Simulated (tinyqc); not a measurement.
Against the Fermi level: single-band model of a thermoelectric material. Computed by tinyqc, a small Python program. Command: `OMP_NUM_THREADS=1 python tinyqc.py 3027860 3027861 out.jsonl thermo walk`. One thread of a shared host (Intel(R) Xeon(R) Processor @ 2.30GHz), about 0.01 s of CPU time with the checks.

One spherical band, one scattering law, no minority carriers and no phonon drag. In a real material minority carriers limit |S| to about E_g/(2 e T), so larger values are formal. eta = E_F/(k_B T) is counted from the band edge; f = 1/(1 + exp(x - eta)).

Inputs (values chosen for the exercise, modelled on n-type Mg3Sb2):
```
quantity                              value        unit
density-of-states mass m                1.1         m_0
mobility parameter mu_300               270  cm^2/(V s)
temperature exponent p                  1.5           -
lattice thermal conductivity kappa_L   0.82     W/(m K)
temperature T                           370           K
```

Band: parabolic. Scattering: acoustic phonons, r = -0.5.

Constants: k_B = 8.617333262e-05 eV/K; e = 1.602176634e-19 C; m_0 = 9.1093837015e-31 kg; k_B = 1.380649e-23 J/K; hbar = 1.054571817e-34 J s.

Method:
- With x = E/(k_B T), a = alpha k_B T (0 for a parabolic band), G = x (1 + a x), D = 1 + 2 a x and <y> = int y f (1 - f) dx, f = 1/(1 + exp(x - eta)): tau = tau_0 G^r/D; transport function s = G^(3/2 + r)/D^2; n = N_0 <G^(3/2)> with N_0 = (2 m k_B T)^(3/2)/(3 pi^2 hbar^3).
- Integrals over x = E/(k_B T) use 160 Gauss-Legendre points in u = sqrt(x) from 0 to sqrt(max(eta, 0) + 32).
- sigma = e mu_0 N_0 <s> with mu_0 = e tau_0/m = mu_300 (T/300 K)^(-p); |S| = (k_B/e)(<x s>/<s> - eta); Lorenz number L = (k_B/e)^2 (<x^2 s>/<s> - (<x s>/<s>)^2); kappa_e = L sigma T; zT = S^2 sigma T/(kappa_L + kappa_e).

The same material at other dopings:
```
eta  n (1/cm^3)  |S| (microvolt/K)  sigma (S/cm)  power factor (microwatt/(cm K^2))       zT
-4   7.2162e+17             517.82    1.7099e+01                              4.585  0.20453
-3   1.9404e+18             432.97    4.5774e+01                              8.581  0.37560
-2   5.1271e+18             350.24    1.1958e+02                             14.669  0.61205
-1   1.2998e+19             272.49    2.9513e+02                             21.913  0.82019
0    3.0341e+19             204.50    6.5302e+02                             27.310  0.83528
1    6.2480e+19             150.88    1.2372e+03                             28.164  0.64772
2    1.1197e+20             112.39    2.0038e+03                             25.311  0.42642
4    2.5821e+20              68.22    3.7855e+03                             17.615  0.17364
6    4.5390e+20              46.95    5.6550e+03                             12.463  0.08368
10   9.5504e+20              28.35    9.4211e+03                              7.569  0.03092
```

What follows from these numbers?

|S| falls and sigma rises with eta, so their product S^2 sigma peaks: among these rows at eta = 1, and zT at eta = 0, where |S| = 205 microvolt/K. zT stays above 90 % of its best row from n = 1.3e19 to 3.0e19 per cm^3.

Extremes, crossings and ranges named in words are read from the listed rows.
